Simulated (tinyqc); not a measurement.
Longitudinal sound in a periodic multilayer: transfer matrices, stop bands and folded phonons: one step, computed by the program tinyqc. Command: `OMP_NUM_THREADS=1 python tinyqc.py 3031661 3031662 out.jsonl multilayer walk`. One thread of a shared host (Intel(R) Xeon(R) Processor @ 2.30GHz), about 0.01 s of CPU time with the checks.

Layers 1 and 2 repeat with period d = d_1 + d_2; waves travel normal to the layers, without loss. State vector (u, s): displacement u and stress divided by omega. Impedances Z = rho v are in 1e6 kg/(m^2 s).

Problem. Transfer matrix of one period. A layer maps (u, s) by [[cos p, sin p/Z], [-Z sin p, cos p]], p = 2 pi f d_i/v_i; one period is M = M_2 M_1, and cos(q d) = trace(M)/2.

Inputs (values chosen for the exercise, modelled on aluminium (layer 1), tungsten (layer 2) and gallium arsenide (substrate)):
```
quantity,value,unit
velocity v_1,6540,m/s
thickness d_1,5.83,nm
velocity v_2,5220,m/s
thickness d_2,4.74,nm
frequency f,211,GHz
```

Z_2 = 100.746

Z_1 = 17.7234

Give: phase p_1; phase p_2; M; trace(M)/2.

Solution.

phase p_1 = 1.182 rad

phase p_2 = 1.204 rad

M:
```
,1,2
1,-0.01588,0.02224
2,-41.55,-4.774
```

trace(M)/2 = -2.395

|trace/2| > 1: f lies in a stop band, and the amplitude falls by a factor 4.571 a period.
